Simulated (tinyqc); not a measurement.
## MOS inversion layer, Poisson-Schroedinger loop: effect of the sheet density of electrons

Electrons confined at an insulator interface at z = 0, treated as a hard wall; parabolic valleys, Hartree approximation, no image or exchange terms. The depletion charge lies far deeper than the electrons and gives a uniform field q Nd/(eps0 eps_r); the gate balances all charge. Energies are counted from the band edge at the interface.

Schroedinger equation -(C/mz) psi'' + (V0 + U + dE for set B) psi = E psi, C = hbar^2/(2 m0), psi(0) = 0, on a uniform mesh of 800 nodes with a far wall at 19 nm, 8 levels a set; V0 = q Nd z/(eps0 eps_r); dU/dz = q (Ns - integral of n from 0 to z)/(eps0 eps_r), U(0) = 0; N_k = g md m0 q Vt/(pi hbar^2) ln(1 + exp((EF - E_k)/Vt)), g the number of valleys of the set, sum N_k = Ns. Triangular well: E_k = a_k (C F^2/mz)^(1/3), a_1 = 2.338107, a_2 = 4.087949, C = hbar^2/(2 m0), F in eV/nm. Fang-Howard (all electrons in the lowest level of set A): b^3 = 6 (mz1/C) q (Nd + 11 Ns/32)/(eps0 eps_r), centroid 3/b, level C b^2/(4 mz1) + (3/b) q (Nd + 11 Ns/16)/(eps0 eps_r). The centroid adds 3.9 z_av/eps_r to an oxide-equivalent thickness.

Values chosen for this exercise; masses and permittivity close to those of silicon (100): temperature T = 200 K; relative permittivity eps_r = 11.8; mass along z of valley set A (2 valley(s)) mz1 = 0.899 m0; in-plane density-of-states mass of set A md1 = 0.189 m0; mass along z of valley set B (4 valley(s)) mz2 = 0.192 m0; in-plane density-of-states mass of set B md2 = 0.413 m0; sheet density of depletion charge Nd = 3e12 cm^-2; extra shift of set B (strain) dE = 0.1 eV.

Constants: q = 1.602176634e-19 C, kB = 1.380649e-23 J/K, hbar = 1.054571817e-34 J s, m0 = 9.1093837015e-31 kg, Vt = kB T/q, eps0 = 8.8541878128e-14 F/cm where lengths are in cm, hbar^2/(2 m0) = 0.0380998212 eV nm^2. Results are converted to the units shown.

Effect of the sheet density of electrons:

| Ns (cm^-2) | A1 (meV) | B1 (meV) | EF (meV) | share of A1 (%) | share of set A (%) | centroid z_av (nm) | added oxide equivalent (nm) | Fang-Howard centroid (nm) |
|---|---|---|---|---|---|---|---|---|
| 1e11 | 106 | 277 | 49.6 | 98.9 | 100 | 1.52 | 0.503 | 1.60 |
| 2.1e11 | 108 | 279 | 64.6 | 98.9 | 100 | 1.52 | 0.501 | 1.59 |
| 4.5e11 | 112 | 284 | 82.6 | 98.9 | 100 | 1.50 | 0.496 | 1.58 |
| 9.7e11 | 121 | 295 | 106 | 98.9 | 100 | 1.47 | 0.487 | 1.55 |
| 2.1e12 | 139 | 317 | 141 | 98.8 | 100 | 1.42 | 0.469 | 1.50 |
| 4.4e12 | 173 | 357 | 196 | 98.7 | 100 | 1.33 | 0.439 | 1.40 |
| 9.4e12 | 238 | 435 | 295 | 97.8 | 100 | 1.20 | 0.398 | 1.26 |
| 2e13 | 355 | 580 | 473 | 93.6 | 99.9 | 1.08 | 0.357 | 1.08 |

Read the table: what changes, and by how much?

As Ns goes from 1e11 to 2e13, A1 rises from 106 to 355 meV, the share of A1 falls from 98.9 to 93.6 % and the centroid falls from 1.52 to 1.08 nm. A1 goes as Ns^(0.53) between the last two rows (a triangular well in the field of that charge alone gives 2/3). EF lies more than 2 meV above A1 for Ns = 2.1e12, 4.4e12, 9.4e12, 2e13. The Fang-Howard centroid is 5.1 % above the full one in the first row, where A1 holds 98.9 %, and 0.024 % above it in the last, where A1 holds 93.6 %.

Numbers from tinyqc (`OMP_NUM_THREADS=1 python tinyqc.py 2160043 2160044 out.jsonl`; about 0.7 s on one thread of a shared Intel Xeon 2.30GHz).
